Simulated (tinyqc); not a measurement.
The 3-omega method: a line heater on a substrate with a thin film: one step, computed by the program tinyqc.

A current at angular frequency omega = 2 pi f heats the line at 2 omega with the amplitude P per length; the temperature swing Delta T at 2 omega gives a voltage at 3 omega. The substrate is taken as semi-infinite and isotropic, and the heat capacity of heater and film is left out.

Question. The film adds a constant step. One-dimensional flow across the film: Delta T_f = P (t/kappa_f + R_i)/(2 b); total in-phase swing Delta T = Delta T_s + Delta T_f; third-harmonic amplitude V_3 = V_1 beta |Delta T|/2 with the out-of-phase part included; the apparent film conductivity is t/(t/kappa_f + R_i).

Inputs (values chosen for the exercise, modelled on a low-k dielectric on sapphire):
```
quantity                                    value        unit
heater half-width b                           2.6  micrometre
power amplitude per length P                   29         W/m
film thickness t                               38          nm
film conductivity kappa_f                     0.4     W/(m K)
interface resistance R_i                       17    m^2 K/GW
temperature coefficient of resistance beta    1.7      1e-3/K
voltage amplitude V_1                        0.54           V
```

in-phase Delta T_s = 1.308502 K

out-of-phase Delta T_s = -0.2088587 K

Give: Delta T_f; total in-phase swing; V_3; apparent film conductivity; film share of the in-phase swing.

Answer.

Delta T_f = 0.6246 K

total in-phase swing = 1.933 K

V_3 = 0.8925 mV

apparent film conductivity = 0.3393 W/(m K)

film share of the in-phase swing = 0.3231

The interface lowers the apparent conductivity by 15 %. The film gives a large part of the signal. Caution: the penetration depth exceeds a fifth of the substrate thickness, so the back face is felt and the semi-infinite formula fails.
